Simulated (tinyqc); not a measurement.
Single-oscillator infrared dielectric function of a polar cubic crystal: one step, computed by the program tinyqc. Command: `OMP_NUM_THREADS=1 python tinyqc.py 3010924 3010925 out.jsonl infrared walk`. One thread of a shared host (Intel(R) Xeon(R) Processor @ 2.30GHz), about 0.01 s of CPU time with the checks.

One ion pair, charges +Z* and -Z*, in a cell of volume Omega = a^3/4. Frequencies omega are given as wavenumbers (1/cm); eps_s is the static dielectric constant.

Task: Optical constants at the probe frequency. eps(omega) = eps_inf + W^2/(omega_TO^2 - omega^2 - i gamma omega); n + i k = sqrt(eps) with k >= 0; R = |(n + i k - 1)/(n + i k + 1)|^2 at normal incidence from vacuum. omega is the probe ratio times omega_TO. Intensity decays over 1/(4 pi omega k); the loss function is Im(-1/eps).

Inputs (values chosen for the exercise, modelled on cubic silicon carbide):

| quantity | value | unit |
|---|---|---|
| omega_TO | 784 | 1/cm |
| eps_inf | 6.37 | - |
| phonon damping gamma | 4.8 | 1/cm |
| probe frequency / omega_TO | 1.32 | - |

Structure: zinc blende. Free carriers: absent.

W = 1482.302 1/cm

Give: omega; Re eps; Im eps; n; k; reflectivity R; penetration depth of the intensity; loss function.

Result:

omega = 1034.88 1/cm

Re eps = 1.555

Im eps = 0.05241

n = 1.247

k = 0.02101

reflectivity R = 0.01220

penetration depth of the intensity = 36.60 micrometre

loss function = 0.02164

Re eps is positive and k is small against n: the wave propagates.
